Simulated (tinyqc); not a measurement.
Changing the directionality n: vacuum evaporation: vapour pressure, source flux, thickness distribution, purity and step coverage. Computed by tinyqc, a small Python program. Command: `OMP_NUM_THREADS=1 python tinyqc.py 3111892 3111893 out.jsonl evap sweep`. One thread of a shared host (Intel(R) Xeon(R) Processor @ 2.30GHz), about 0.01 s of CPU time with the checks.

Molecular flow, unit sticking of the metal, no re-evaporation. The background gas is taken as water vapour (18.015 g/mol, collision diameter 0.37 nm) at 300 K.

Inputs (values chosen for the exercise, modelled on gallium, with constants for the liquid):
```
quantity                         value    unit
molar mass M                     69.72   g/mol
film density rho                  5.91  g/cm^3
vapour-pressure constant A       10.73       -
vapour-pressure constant B       13980       K
source temperature T              1280       K
source area                        2.3    cm^2
source-to-wafer distance h          56      cm
wafer radius R                      15      cm
source offset from the axis s/h   0.83       -
```

Constants: u = 1.6605390666e-27 kg; k_B = 1.380649e-23 J/K; R = 8.314462618 J/(mol K).

Method:
- log10(p_v/Pa) = A - B/T; flux from the surface Phi = p_v/sqrt(2 pi m k_B T), m = M u.
- Mass loss = Phi x area x m; heat of evaporation = ln(10) R B; d ln Phi/dT = ln(10) B/T^2 - 1/(2 T).
- A small source emits (n + 1) Phi area cos^n(phi)/(2 pi) per solid angle; on a parallel plane at height h and lateral distance l the arrival rate is (n + 1) Phi area/(2 pi h^2) x (1 + (l/h)^2)^(-(n + 3)/2). Growth rate = arrival rate x m/rho, m = M u. The wafer is fixed and centred above the source.
- Rotating wafer, source offset by s and facing upwards: thickness at radius r is the mean over the angle a of (1 + (r^2 + s^2 - 2 r s cos a)/h^2)^(-(n + 3)/2), by 360 equal steps; non-uniformity (max - min)/(max + min) over 21 radii from 0 to R.

One run for each value; columns: (1) directionality n; (2) growth rate at the centre (nm/s); (3) non-uniformity (max - min)/(max + min) (%); (4) share of the material that lands on the wafer, 1 - (1 + (R/h)^2)^(-(n + 1)/2) (%); (5) non-uniformity, rotating (%):
```
(1)      (2)     (3)     (4)     (5)
1.0  0.02593   6.918   6.694   0.782
1.5  0.03241   7.779   8.297   1.336
2.0  0.03890   8.640   9.872   1.986
3.0  0.05186  10.356  12.941   3.565
4.0  0.06483  12.067  15.905   5.500
6.0  0.09076  15.465  21.535  10.331
8.0  0.11669  18.828  26.788  16.242
```

What does the table show?

Over the rows, growth rate at the centre (nm/s) rises from 0.0259 to 0.117 (exponent d ln y / d ln x 0.55 between the first rows and 0.87 between the last); non-uniformity (max - min)/(max + min) (%) rises from 6.92 to 18.8 (exponent d ln y / d ln x 0.29 between the first rows and 0.68 between the last); share of the material that lands on the wafer, 1 - (1 + (R/h)^2)^(-(n + 1)/2) (%) rises from 6.69 to 26.8 (exponent d ln y / d ln x 0.53 between the first rows and 0.76 between the last).
